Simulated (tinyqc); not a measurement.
Inside a calculation: thresholds of impact ionisation and Auger recombination from band masses. Values are carried at full precision from step to step, so a last printed digit may differ when a step is redone from the rounded ones.

Parabolic bands, no phonon. At threshold the three slow carriers share one velocity. With M their total mass and m4 the mass of the fast carrier, the fast carrier has the kinetic energy E_T = G M/(M - m4) and the slow ones together E_a = G m4/(M - m4), the activation energy of the Auger rate. CCCH (fast electron): G = Eg, M = 2 me + mh, m4 = me. CHHS (hole into the split-off band): G = Eg - Dso, M = 2 mh + me, m4 = ms; this form holds for Eg > Dso (below, the process needs about Dso - Eg and is marked by a dash). CHHL (hole into the light band): G = Eg, M = 2 mh + me, m4 = ml. CHHH (fast heavy hole): G = Eg, M = 2 mh + me, m4 = mh.

Constants: kB = 8.617333262e-05 eV/K; hbar^2/2m0 = 3.80998211 eV angstrom^2.

Inputs chosen for the exercise (near those of InAs, gap at low temperature and not tied to T; shifted at random, so the results belong to these values and not to a real crystal): Eg = 0.407 eV (gap at Gamma to the s-like level); Dso = 0.396 eV (spin-orbit splitting); me = 0.0257 m0 (electron mass at Gamma); mh = 0.42 m0 (heavy-hole mass); ms = 0.15 m0 (split-off mass); ml = 0.0271 m0 (light-hole mass); T = 250 K (temperature).

## Thresholds of four processes

Give G, M, m4, E_T, E_a and E_a/kT.

Results:
```
process  G (eV)       M      m4  E_T (eV)  E_a (eV)  E_a/kT
CCCH     0.4070  0.4714  0.0257    0.4305    0.0235    1.09
CHHS     0.0110  0.8657  0.1500    0.0133    0.0023    0.11
CHHL     0.4070  0.8657  0.0271    0.4202    0.0132    0.61
CHHH     0.4070  0.8657  0.4200    0.7905    0.3835   17.80
```

The lowest activation energy is that of CHHS (2 meV), then CHHL (13 meV). CHHS leads because G = Eg - Dso is small. At equal G a light fast carrier takes up the energy with little momentum, so little is asked of the slow ones; CHHH asks 0.94 Eg. For equal masses E_T would be 3/2 Eg; for electrons here it is 1.058 Eg.

## Momenta at the CCCH threshold

At the threshold of the parabolic CCCH process the fast electron has E_T = Eg M/(M - me), M = 2 me + mh, and the slow carriers E_a = E_T - Eg together. It has k4 = sqrt(me E_T/c), c = hbar^2/2m0; the slow carriers share k4 in proportion to their masses. Give the wave vectors and kinetic energies, and check that they add up to E_a.

k4 = 0.05389 1/angstrom

electron, electron, hole (1/angstrom): 0.00294  0.00294  0.04801

their kinetic energies (meV): 1.28  1.28  20.91

sum = 23.47 meV

The hole carries 89 % of the momentum and of the energy of the slow carriers.

## Non-parabolicity raises the threshold

Non-parabolic fast electron: E (1 + alpha E) = c k^2/me with alpha = (1 - me)^2/Eg; the slow carriers stay parabolic, so E_T = Eg + me E_T (1 + alpha E_T)/M, M = 2 me + mh (the root between Eg and 1.9 Eg).

Give alpha, E_T, E_a = E_T - Eg and k4.

alpha = 2.3323 1/eV
E_T = 0.4588 eV
E_a = 0.05177 eV
k4 = 0.08004 1/angstrom

E_a is 2.21 times the parabolic value, since an electron at E_T above the edge has 1 + alpha E_T = 2.07 times the squared momentum, and E_T itself is 1.07 times higher.

## Temperature dependence

For non-degenerate carriers at fixed densities the Auger coefficient goes as exp(-E_a/kT), up to slowly varying powers of T. Give exp(-E_a/kT) for the parabolic and the non-parabolic CCCH value, and the characteristic temperature T0 = kT^2/E_a of each.

Boltzmann factors: 0.3364  0.09042

T0 (K): 229  104

Non-parabolicity lowers the factor by 3.7 times; direct CCCH stays open at this temperature.

## Checks

- Largest energy that an electron at k4 can give to a pair, by numerical search, against Eg (eV): both 0.4070.

Computed by tinyqc, a small Python program: `OMP_NUM_THREADS=1 python tinyqc.py 1850475 1850476 out.jsonl` (the numbers bound the seed that draws the inputs); one thread of a shared host (Intel(R) Xeon(R) Processor @ 2.30GHz), about 0.01 s for the whole set of steps.
